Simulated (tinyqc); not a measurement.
Double-gate transistor below threshold, two-dimensional Poisson equation on a small mesh: two steps of the calculation.

Half of a symmetric double-gate structure: row 0 is the mid-plane of the body, where the normal field vanishes. Mobile charge is neglected (subthreshold), the body is fully depleted, and potentials are counted from the intrinsic level; rows run upward to the gate, columns from source to drain.

Inputs (values chosen for the exercise):
- T = 350 K (temperature)
- Vbi = 0.58 V (potential of the source)

Constants: q = 1.602176634e-19 C, kB = 1.380649e-23 J/K, Vt = kB T/q. Results are converted to the units shown.

Task 1. Over-relaxation sweep (omega = 1.5). Free nodes: rows 0..2, columns 1..3, taken row by row from row 0, left to right. t = (up psi(above) + dn psi(below) + lat [psi(left) + psi(right)] + s)/(up + dn + 2 lat), with the newest neighbours; psi(new) = psi + 1.5 (t - psi).

psi at the start (fixed values on the edges, free nodes at the gate value) (V):
```
               j=0          j=1          j=2          j=3          j=4
row 0   0.58000000  -0.14000000  -0.14000000  -0.14000000   0.88000000
row 1   0.58000000  -0.14000000  -0.14000000  -0.14000000   0.88000000
row 2   0.58000000  -0.14000000  -0.14000000  -0.14000000   0.88000000
row 3  -0.14000000  -0.14000000  -0.14000000  -0.14000000  -0.14000000
```

up, row 0 to 2: [29.5, 29.5, 20.312500]
dn, row 0 to 2: [0, 29.5, 29.5]
lat, row 0 to 2: [2.36, 4.72, 2.7344000]
s, row 0 to 2 (V): [0, 0, 0]

Find: psi after iteration 1.

Result 1.

psi after iteration 1 (V):
```
            j=0       j=1       j=2       j=3       j=4
row 0   0.58000  -0.06552  -0.13229  -0.03369   0.88000
row 1   0.58000  -0.01736  -0.12233   0.03608   0.88000
row 2   0.58000   0.01159  -0.11461   0.07851   0.88000
row 3  -0.14000  -0.14000  -0.14000  -0.14000  -0.14000
```

Task 2. Barrier, swing and barrier lowering. The barrier is read along row 0, the path farthest from the gate. Take the node j of lowest psi: barrier Vbi - psi_j; swing Vt ln 10/(d psi_j/dVg); DIBL = (d psi_j/dVd)/(d psi_j/dVg). The derivatives solve the same equations with s = 0 and a unit change of that voltage.

converged psi (V):
```
               j=0          j=1          j=2          j=3          j=4
row 0   0.58000000   0.15721498   0.06669734   0.25580979   0.88000000
row 1   0.58000000   0.13063359   0.04432693   0.22100357   0.88000000
row 2   0.58000000   0.04596264  -0.02012080   0.10902618   0.88000000
row 3  -0.14000000  -0.14000000  -0.14000000  -0.14000000  -0.14000000
```

d psi/dVg on row 0: j=0 0.00000000, j=1 0.60170990, j=2 0.76241685, j=3 0.60170990, j=4 0.00000000
d psi/dVd on row 0: j=0 0.0000000, j=1 0.0348204, j=2 0.1187916, j=3 0.3634697, j=4 1.0000000

Give: j; barrier; swing; DIBL.

Result 2.

j = 2
barrier = 0.51330 V
swing = 91.089 mV/decade
DIBL = 155.81 mV/V

Numbers from tinyqc (`OMP_NUM_THREADS=1 python tinyqc.py 2480013 2480014 out.jsonl`; about 0.1 s on one thread of a shared Intel Xeon 2.30GHz).
